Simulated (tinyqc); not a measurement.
Heated strip on a layer stack, thermal resistances with spreading: effect of the conductivity of layer 2 at 300 K.

A long strip of width ws dissipates Pw per length on three layers over a heat sink. Heat is taken to spread at 45 degrees, so the width of the flow grows by twice the depth: w1 = ws + 2 t1, w2 = w1 + 2 t2, w3 = w2 + 2 t3 at the bottoms of the layers. This is a rule of thumb, not a solution of the heat equation.

Resistances times length: layer i, ln(w_i/w_(i-1))/(2 k_i) with w0 = ws; boundary, Rb/w1. From the sink upward: Ta = T0 + Pw R3; across layer 2 the Kirchhoff transform gives Tb^(1-p) = Ta^(1-p) + (1 - p)(300 K)^(-p) Pw R2; Tc = Tb + Pw Rboundary; Tj = Tc + Pw R1. The share is that of R1 + Rboundary in the sum of the four resistances.

Values chosen for this exercise; conductivities close to those of gallium nitride (layer 1), diamond (layer 2) and solder (layer 3): heat-sink temperature T0 = 323 K; width of the heated strip ws = 6 um; power per length of the strip Pw = 0.82 W/mm; thickness of layer 1 t1 = 1.1 um; conductivity of layer 1 k1 = 171 W/(m K); boundary resistance between layers 1 and 2 Rb = 15 m^2 K/GW; thickness of layer 2 t2 = 100 um; exponent in k2(T) = k2 (300 K/T)^p p = 0.9; thickness of layer 3 t3 = 10 um; conductivity of layer 3 k3 = 60.5 W/(m K).

Effect of the conductivity of layer 2 at 300 K:

| k2 (W/(m K)) | sum of resistances (K mm/W) | share of layer 1 and boundary (%) | Tj - T0 (K) | (Tj - T0)/Pw (K mm/W) |
|---|---|---|---|---|
| 30 | 57.41 | 4.778 | 53.43 | 65.16 |
| 50 | 35.84 | 7.652 | 32.41 | 39.53 |
| 100 | 19.67 | 13.94 | 17.35 | 21.16 |
| 150 | 14.28 | 19.20 | 12.46 | 15.20 |
| 250 | 9.969 | 27.51 | 8.594 | 10.48 |
| 400 | 7.544 | 36.36 | 6.437 | 7.850 |
| 1000 | 5.118 | 53.59 | 4.293 | 5.235 |
| 2000 | 4.309 | 63.65 | 3.581 | 4.367 |

As k2 goes from 30 to 2000 W/(m K), Tj - T0 falls from 53.4 to 3.58 K, on average as k2^(-0.64), and the share of layer 1 and the boundary rises from 4.78 to 63.6 %.

tinyqc, about 0.01 s, one thread, Intel Xeon 2.30GHz (shared host): `OMP_NUM_THREADS=1 python tinyqc.py 2520057 2520058 out.jsonl`
